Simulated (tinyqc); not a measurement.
Thermoelectric coefficients of a parabolic band, Landauer integrals: two steps of the calculation.

Bulk parabolic band, x = (E - Ec)/kB T, C = hbar^2/(2 m0), kB T in eV. Modes per area gv m kB T x/(4 pi C) times the back-scattering length l0 x^rr give the transport function s0 X(x), s0 = (2 q^2/h) gv m kB T l0/(4 pi C), X = x^(1 + rr). I_k = int X (x - eta)^k w dx, w = 1/(4 cosh^2((x - eta)/2)).

Values chosen for this exercise:
```
symbol  value     unit                             meaning
T         700        K                         temperature
m        0.55       m0                  mass of one valley
gv          3                                      valleys
l0        1.8       nm     back-scattering length at x = 1
rr          2               energy exponent of that length
kL        1.7  W/(m K)        lattice thermal conductivity
eta       0.6           reduced Fermi level (EF - Ec)/kB T
```

Constants: q = 1.602176634e-19 C, kB = 1.380649e-23 J/K, hbar = 1.054571817e-34 J s, h = 6.62607015e-34 J s, m0 = 9.1093837015e-31 kg, Vt = kB T/q, hbar^2/(2 m0) = 0.0380998212 eV nm^2. Results are converted to the units shown.

Question 1. Coefficients of the electrons. sigma = s0 I_0, S = -(kB/q) I_1/I_0, Lorenz number L = (kB/q)^2 [I_2/I_0 - (I_1/I_0)^2], kappa_e = L sigma T.

converged I_0, I_1, I_2: 9.2347884  34.390738  163.76368

Give: s0; sigma; S; L; kappa_e.

Answer 1.

s0 = 289.9 S/cm
sigma = 2677 S/cm
S = -320.9 uV/K
L = 2.870 x 1e-8 V^2/K^2
kappa_e = 5.379 W/(m K)

L is 17 % above the Sommerfeld value (pi^2/3)(kB/q)^2 = 2.443e-8 V^2/K^2.

Question 2. Power factor and figure of merit. Power factor S^2 sigma, ZT = S^2 sigma T/(kappa_e + kL).

sigma = 2677.4186 S/cm
S = -320.91309 uV/K
kappa_e = 5.3789012 W/(m K)

Give: power factor; ZT; electronic share of kappa.

Answer 2.

power factor = 27.573 mW/(m K^2)
ZT = 2.7266
electronic share of kappa = 75.985 %

Range of the model: Parabolic bands, elastic scattering and a fixed kL make these model figures, not those of a material.

Program tinyqc, `OMP_NUM_THREADS=1 python tinyqc.py 2800107 2800108 out.jsonl`; Intel Xeon 2.30GHz, shared host, one thread, about 0.1 s.
